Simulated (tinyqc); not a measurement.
CIS on RHF in the sto-3g basis, frozen core, for BeH2, spin multiplicity 1, step by step. One step of it, computed by the program tinyqc.

Problem. CIS singlet states. Diagonalise A (1 hartree = 27.211386 eV); each vector has its largest component positive (the first on a tie). The transition dipole is mu = sqrt2 sum c_ia <i|r|a>.

CIS matrix A, singlet (hartree):
```
,2>4,2>5,2>6,2>7,3>4,3>5,3>6,3>7
2>4,0.401141,0.000000,-0.003140,0.000000,0.000000,0.000000,0.000000,-0.001617
2>5,0.000000,0.401511,0.000000,0.000000,0.000000,0.000000,0.000000,0.000000
2>6,-0.003140,0.000000,0.691309,0.000000,0.000000,0.000000,0.000000,0.001724
2>7,0.000000,0.000000,0.000000,1.119015,0.001840,0.000000,-0.020632,0.000000
3>4,0.000000,0.000000,0.000000,0.001840,0.308333,0.000000,-0.005542,0.000000
3>5,0.000000,0.000000,0.000000,0.000000,0.000000,0.308562,0.000000,0.000000
3>6,0.000000,0.000000,0.000000,-0.020632,-0.005542,0.000000,0.656990,0.000000
3>7,-0.001617,0.000000,0.001724,0.000000,0.000000,0.000000,0.000000,1.115304
```

dipole integrals <i|r|a> (bohr):
```
,x,y,z
2>4,0.000000,0.000000,0.966014
2>5,0.966701,0.000000,0.000000
2>6,0.000000,0.000000,0.024705
2>7,0.000000,-0.572590,0.000000
3>4,0.000000,0.027738,0.000000
3>5,0.000000,0.000000,0.000000
3>6,0.000000,-1.097236,0.000000
3>7,0.000000,0.000000,-0.070583
```

Give: singlet excitation energies; lowest vectors; oscillator strengths 2/3 w |mu|^2.

Solution.

singlet excitation energies (eV): 8.388  8.396  10.915  10.926  17.855  18.812  30.349  30.475

lowest vectors:
```
,state 1,state 2,state 3,state 4,state 5,state 6
2>4,0.000,0.000,1.000,0.000,0.000,-0.011
2>5,0.000,0.000,0.000,1.000,0.000,0.000
2>6,0.000,0.000,0.011,0.000,0.000,1.000
2>7,-0.002,0.000,0.000,0.000,0.045,0.000
3>4,1.000,0.000,0.000,0.000,-0.016,0.000
3>5,0.000,1.000,0.000,0.000,0.000,0.000
3>6,0.016,0.000,0.000,0.000,0.999,0.000
3>7,0.000,0.000,0.002,0.000,0.000,-0.004
```

oscillator strengths 2/3 w |mu|^2: 0.000  0.000  0.499  0.500  1.101  0.000
